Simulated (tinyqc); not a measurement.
Hueckel theory of the pi electrons with the omega technique, for the molecule c1ccc2ccccc2c1 (SMILES; centres numbered as the heavy atoms are written), step by step. Computed by tinyqc, a small Python program that keeps every step. Settings: charge = 0, omega = 1.4, damping = 0.7. Command: `OMP_NUM_THREADS=1 python tinyqc.py 23743 23744 out.jsonl` (the two numbers bound the seeds that draw the settings). One thread of a shared host (Intel(R) Xeon(R) Processor @ 2.60GHz), about 0.01 s of CPU time with the checks.

## The Hueckel matrix

Centres:
```
centre  z_r, pi electrons of the neutral centre       h
1C                                            1  0.0000
2C                                            1  0.0000
3C                                            1  0.0000
4C                                            1  0.0000
5C                                            1  0.0000
6C                                            1  0.0000
7C                                            1  0.0000
8C                                            1  0.0000
9C                                            1  0.0000
10C                                           1  0.0000
```

Bonds:
```
i    j  k
1    2  1
2    3  1
3    4  1
4    5  1
5    6  1
6    7  1
7    8  1
8    9  1
9   10  1
10   1  1
9    4  1
```

H_rr = alpha + h_r beta, H_rs = k_rs beta for bonded centres.

Hueckel matrix in units of beta (H = alpha + beta A):
```
         1C      2C      3C      4C      5C      6C      7C      8C
1C   0.0000  1.0000  0.0000  0.0000  0.0000  0.0000  0.0000  0.0000
2C   1.0000  0.0000  1.0000  0.0000  0.0000  0.0000  0.0000  0.0000
3C   0.0000  1.0000  0.0000  1.0000  0.0000  0.0000  0.0000  0.0000
4C   0.0000  0.0000  1.0000  0.0000  1.0000  0.0000  0.0000  0.0000
5C   0.0000  0.0000  0.0000  1.0000  0.0000  1.0000  0.0000  0.0000
6C   0.0000  0.0000  0.0000  0.0000  1.0000  0.0000  1.0000  0.0000
7C   0.0000  0.0000  0.0000  0.0000  0.0000  1.0000  0.0000  1.0000
8C   0.0000  0.0000  0.0000  0.0000  0.0000  0.0000  1.0000  0.0000
9C   0.0000  0.0000  0.0000  1.0000  0.0000  0.0000  0.0000  1.0000
10C  1.0000  0.0000  0.0000  0.0000  0.0000  0.0000  0.0000  0.0000

         9C     10C
1C   0.0000  1.0000
2C   0.0000  0.0000
3C   0.0000  0.0000
4C   1.0000  0.0000
5C   0.0000  0.0000
6C   0.0000  0.0000
7C   0.0000  0.0000
8C   1.0000  0.0000
9C   0.0000  1.0000
10C  1.0000  0.0000
```

## Orbitals, round 1

pi electrons, sum of z_r less the charge = 10

Diagonalise; E = alpha + x beta with beta < 0, so the largest x are filled first; degenerate levels share their electrons. P = sum n_i c_ri c_si; each orbital has its largest coefficient positive (the first on a tie).

x values: 2.3028  1.6180  1.3028  1.0000  0.6180  -0.6180  -1.0000  -1.3028  -1.6180  -2.3028

occupations: 2.0000  2.0000  2.0000  2.0000  2.0000  0.0000  0.0000  0.0000  0.0000  0.0000

coefficients:
```
        MO1      MO2      MO3      MO4      MO5      MO6      MO7      MO8
1C   0.2307   0.4253  -0.1735   0.4082  -0.2629  -0.2629   0.4082  -0.1735
2C   0.2307   0.4253   0.1735   0.4082   0.2629  -0.2629  -0.4082  -0.1735
3C   0.3006   0.2629   0.3996   0.0000   0.4253   0.4253   0.0000   0.3996
4C   0.4614   0.0000   0.3470  -0.4082   0.0000   0.0000   0.4082  -0.3470
5C   0.3006  -0.2629   0.3996   0.0000  -0.4253  -0.4253   0.0000   0.3996
6C   0.2307  -0.4253   0.1735   0.4082  -0.2629   0.2629  -0.4082  -0.1735
7C   0.2307  -0.4253  -0.1735   0.4082   0.2629   0.2629   0.4082  -0.1735
8C   0.3006  -0.2629  -0.3996   0.0000   0.4253  -0.4253   0.0000   0.3996
9C   0.4614   0.0000  -0.3470  -0.4082   0.0000   0.0000  -0.4082  -0.3470
10C  0.3006   0.2629  -0.3996   0.0000  -0.4253   0.4253   0.0000   0.3996

         MO9     MO10
1C    0.4253  -0.2307
2C   -0.4253   0.2307
3C    0.2629  -0.3006
4C    0.0000   0.4614
5C   -0.2629  -0.3006
6C    0.4253   0.2307
7C   -0.4253  -0.2307
8C    0.2629   0.3006
9C    0.0000  -0.4614
10C  -0.2629   0.3006
```

charge and bond-order matrix P:
```
          1C       2C       3C       4C       5C       6C       7C       8C
1C    1.0000   0.6032   0.0000  -0.2409   0.0000   0.1560   0.0000  -0.1699
2C    0.6032   1.0000   0.7246   0.0000  -0.1699   0.0000   0.1560   0.0000
3C    0.0000   0.7246   1.0000   0.5547   0.0000  -0.1699   0.0000   0.0849
4C   -0.2409   0.0000   0.5547   1.0000   0.5547   0.0000  -0.2409   0.0000
5C    0.0000  -0.1699   0.0000   0.5547   1.0000   0.7246   0.0000  -0.3623
6C    0.1560   0.0000  -0.1699   0.0000   0.7246   1.0000   0.6032   0.0000
7C    0.0000   0.1560   0.0000  -0.2409   0.0000   0.6032   1.0000   0.7246
8C   -0.1699   0.0000   0.0849   0.0000  -0.3623   0.0000   0.7246   1.0000
9C    0.0000  -0.2409   0.0000   0.5182   0.0000  -0.2409   0.0000   0.5547
10C   0.7246   0.0000  -0.3623   0.0000   0.0849   0.0000  -0.1699   0.0000

          9C      10C
1C    0.0000   0.7246
2C   -0.2409   0.0000
3C    0.0000  -0.3623
4C    0.5182   0.0000
5C    0.0000   0.0849
6C   -0.2409   0.0000
7C    0.0000  -0.1699
8C    0.5547   0.0000
9C    1.0000   0.5547
10C   0.5547   1.0000
```

## Omega technique, round 1

h_r = h_r(0) + omega q_r, omega = 1.4, with q_r = z_r - P_rr; 0.7 of the old diagonal is kept.

matrix after round 1:
```
         1C      2C      3C      4C      5C      6C      7C      8C
1C   0.0000  1.0000  0.0000  0.0000  0.0000  0.0000  0.0000  0.0000
2C   1.0000  0.0000  1.0000  0.0000  0.0000  0.0000  0.0000  0.0000
3C   0.0000  1.0000  0.0000  1.0000  0.0000  0.0000  0.0000  0.0000
4C   0.0000  0.0000  1.0000  0.0000  1.0000  0.0000  0.0000  0.0000
5C   0.0000  0.0000  0.0000  1.0000  0.0000  1.0000  0.0000  0.0000
6C   0.0000  0.0000  0.0000  0.0000  1.0000  0.0000  1.0000  0.0000
7C   0.0000  0.0000  0.0000  0.0000  0.0000  1.0000  0.0000  1.0000
8C   0.0000  0.0000  0.0000  0.0000  0.0000  0.0000  1.0000  0.0000
9C   0.0000  0.0000  0.0000  1.0000  0.0000  0.0000  0.0000  1.0000
10C  1.0000  0.0000  0.0000  0.0000  0.0000  0.0000  0.0000  0.0000

         9C     10C
1C   0.0000  1.0000
2C   0.0000  0.0000
3C   0.0000  0.0000
4C   1.0000  0.0000
5C   0.0000  0.0000
6C   0.0000  0.0000
7C   0.0000  0.0000
8C   1.0000  0.0000
9C   0.0000  1.0000
10C  1.0000  0.0000
```

## Convergence

Each round sets h_r = h_r(0) + omega (z_r - P_rr), keeping the share named as damping of the old diagonal; repeat until output and input diagonals agree to 1e-6.

Rounds:
```
round  sum n x  largest |h(out) - h(in)|
1      13.6832                  1.55e-15
```

Converged in 1 rounds.

## Energy, charges, bond orders

E = sum n x; q_r = z_r - P_rr; bond order p = P_rs; free valence = sqrt(3) - sum of p over the bonds of the atom.

pi energy = 10 alpha + this times beta = 13.6832

pi charges: 1C 0.0000, 2C 0.0000, 3C 0.0000, 4C 0.0000, 5C 0.0000, 6C 0.0000, 7C 0.0000, 8C 0.0000, 9C 0.0000, 10C 0.0000

Bond orders and lengths from R = 1.517 - 0.180 p (angstrom, C-C alone):
```
bond       p       R
1-2   0.6032  1.4084
2-3   0.7246  1.3866
3-4   0.5547  1.4172
4-5   0.5547  1.4172
5-6   0.7246  1.3866
6-7   0.6032  1.4084
7-8   0.7246  1.3866
8-9   0.5547  1.4172
9-10  0.5547  1.4172
10-1  0.7246  1.3866
9-4   0.5182  1.4237
```

free valence of the carbons: 1C 0.4043, 2C 0.4043, 3C 0.4528, 4C 0.1044, 5C 0.4528, 6C 0.4043, 7C 0.4043, 8C 0.4528, 9C 0.1044, 10C 0.4528

gap between the highest filled and the next level = 1.2361 |beta|
